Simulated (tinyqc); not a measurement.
Worked calculation: interband optics of a two-band s-p chain from momentum matrix elements. Values are carried at full precision from step to step, so a last printed digit may differ when a step is redone from the rounded ones.

H(k) = [[Es - 2 ts cos ka, 2i V sin ka], [-2i V sin ka, Ep_ + 2 tp cos ka]] in the basis s, p; the lower band is full, with two electrons a cell. The velocity operator times hbar is W = dH/dk (eV angstrom); intra-atomic dipoles are left out.

Constants: hbar^2/2m0 = 3.80998211 eV angstrom^2; e^2/(4 pi eps0) = 14.39964547 eV angstrom.

Inputs chosen for the exercise: a = 3.44 angstrom (period); Es = 3.93 eV (upper orbital (s)); Ep_ = -3.33 eV (lower orbital (p)); ts = 0.66 eV (s-s hopping); tp = 0.21 eV (p-p hopping); V = 0.71 eV (s-p hopping); k = 0.4 2 pi/a (wave vector); N = 8 (k points); Ar = 12.3 angstrom^2 (cross-section per chain); eta = 0.15 eV (Lorentzian half width); E = 7.3 eV (photon energy).

## Hamiltonian and velocity at one k

Form H and W = dH/dk.

H (eV):
```
          s        p
s    4.9979  0.8347i
p  -0.8347i  -3.6698
```

W (eV angstrom):
```
         s         p
s   2.6690  -3.9519i
p  3.9519i   -0.8492
```

## Matrix element between the bands

Diagonalise H, transform W, and form w = |W_cv|^2, the Kane-type energy w/c and the oscillator strength f = w/(c D), c = hbar^2/2m0, D = Ec - Ev.

Ev, Ec (eV): -3.7494  5.0775

weights:
```
        v       c
s  0.0090  0.9910
p  0.9910  0.0090
```

slopes dEv/dk, dEc/dk (eV angstrom): -0.070  1.890

w = 17.751 eV^2 angstrom^2
w/c = 4.659 eV
f = 0.528

## Transitions on the mesh

At each k_j = (j + 1/2)/N (2 pi/a) up to the zone edge give D = Ec - Ev, w = |<c|W|v>|^2 and f = w/(c D), c = hbar^2/2m0; the other half of the zone repeats the values.

Transitions:

| k (2 pi/a) | D (eV) | w (eV^2 angstrom^2) | f |
|---|---|---|---|
| 0.0625 | 5.7560 | 17.771 | 0.810 |
| 0.1875 | 7.0970 | 0.511 | 0.019 |
| 0.3125 | 8.3489 | 6.988 | 0.220 |
| 0.4375 | 8.9339 | 21.333 | 0.627 |

D runs from 5.756 to 8.934 eV on the mesh; f is largest at k = 0.0625.

## Dielectric function from the table

With w(k) = |<c|W|v>|^2 and D(k) = Ec - Ev, on the mesh k_j = (j + 1/2)/N (2 pi/a): eps(E) = 1 + (8 pi e2/(a Ar)) mean_j (w/D^2) [1/(D - E - i eta) + 1/(D + E + i eta)], e2 = e^2/(4 pi eps0); light polarised along the chains, no local fields.

Take the mean over the rows. Also eps(0) at eta = 0, and the effective electrons per cell n_eff = 2 mean(f).

eps(E) = 0.880+0.182i
eps(0) = 1.584
n_eff = 0.838

On a mesh of 2000 points the values are 0.864+0.166i, 1.588 and 0.839. n_eff need not equal the 2 electrons of the cell: a two-orbital basis with chosen hoppings does not obey the sum rule of free electrons. E lies within, or within 2 eta of, the range of transitions of the band (5.52 to 9.00 eV); their spacing on this mesh (up to 1.34 eV) exceeds eta, so eps(E) depends on where the few mesh points fall.

## Checks

- Curvature of the lower band against <v|d2H/dk2|v> - 2 w/D (eV angstrom^2): both 1.716.
- Zone mean of 2 w/D against the zone mean of <v|d2H/dk2|v>, the f-sum rule of a full band (eV angstrom^2): both 3.1980.

Run: tinyqc, `OMP_NUM_THREADS=1 python tinyqc.py 1650973 1650974 out.jsonl`; Intel(R) Xeon(R) Processor @ 2.30GHz, one thread, shared host; about 0.01 s of CPU time with all checks.
